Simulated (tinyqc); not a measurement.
# Polarisation charge from two barrier thicknesses

Inverse problem. VT = phiB - dEc - q sigma d/(eps0 eps_r). Find sigma, phiB - dEc and the thickness at which VT = 0.

Parameters, values chosen for the exercise:
```
symbol  value  unit                                       meaning
eps_r     9.6        relative permittivity of barrier and channel
```

Constants: q = 1.602176634e-19 C, eps0 = 8.8541878128e-14 F/cm where lengths are in cm. Results are converted to the units shown.

VT for d = 15 and 21 nm (V): -2.1757151  -3.3790411

Solution. VT is linear in d.

sigma = 1.064e13 cm^-2
phiB - dEc = 0.8326 V
thickness for VT = 0 = 4.151 nm

Numbers from tinyqc (`OMP_NUM_THREADS=1 python tinyqc.py 2570117 2570118 out.jsonl`; about 0.01 s on one thread of a shared Intel Xeon 2.30GHz).
